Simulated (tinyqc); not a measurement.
CIS on RHF in the sto-3g basis, for H4, spin multiplicity 1, step by step. One step of it, computed by the program tinyqc.

Task: CIS matrix, singlets. A(ia,jb) = (e_a - e_i) d_ij d_ab + 2 (ia|jb) - (ij|ab).

orbital energies (hartree): [-0.576603, -0.401331, 0.395751, 0.606032]

Two-electron integrals over orbitals (pq|rs), unique and non-zero (hartree):
```
(11|11) 0.463867   (21|21) 0.177497   (22|11) 0.463771   (22|22) 0.473271
(31|31) 0.106244   (32|32) 0.088260   (33|11) 0.452030   (33|22) 0.455056
(33|33) 0.461178   (41|32) 0.086308   (41|41) 0.084442   (42|31) 0.110612
(42|42) 0.119138   (43|21) 0.176538   (43|43) 0.193427   (44|11) 0.460063
(44|22) 0.468963   (44|33) 0.470767   (44|44) 0.485251
```

Give: CIS matrix A, singlet.

Result:

CIS matrix A, singlet (hartree), order 1>3, 1>4, 2>3, 2>4:
```
[[0.7328, 0.0000, 0.0000, 0.0447],
 [0.0000, 0.8915, -0.0039, 0.0000],
 [0.0000, -0.0039, 0.5185, 0.0000],
 [0.0447, 0.0000, 0.0000, 0.7767]]
```
